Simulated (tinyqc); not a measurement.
Microkinetic model of low-temperature epitaxy from hydride gases: adsorption, hydrogen desorption and rate control: one step, computed by the program tinyqc.

Each hydride molecule needs two free sites and leaves four hydrogen atoms, of which two leave at once as H2; theta is the hydrogen coverage, the site density is 6.78 per nm^2 and one layer is 1.358 angstrom thick.

Task: Coverage and growth rate. With k the hydride and k_H the hydrogen adsorption rate on free pairs and k_d the desorption rate, steady state: 2 (k + k_H)(1 - theta)^2 = k_d theta; growth rate R = k (1 - theta)^2 layers/s; 1 layer/s = 8.148 nm/min. With c = 2 (k + k_H)/k_d the free share is 1 - theta = 2/(1 + sqrt(1 + 4c)).

Inputs (values chosen for the exercise, close to those used for silane on Si(001)): temperature T = 690 C.

Film: silicon. Order of hydrogen desorption: first.

k = 3.147424 1/s

k_H = 0 1/s

k_d = 14.82286 1/s

Give: c; hydrogen coverage theta; growth rate R in layers; growth rate G.

Result:

c = 0.4247

hydrogen coverage theta = 0.2432

growth rate R in layers = 1.803 layers/s

growth rate G = 14.69 nm/min

Adsorption and desorption share control.
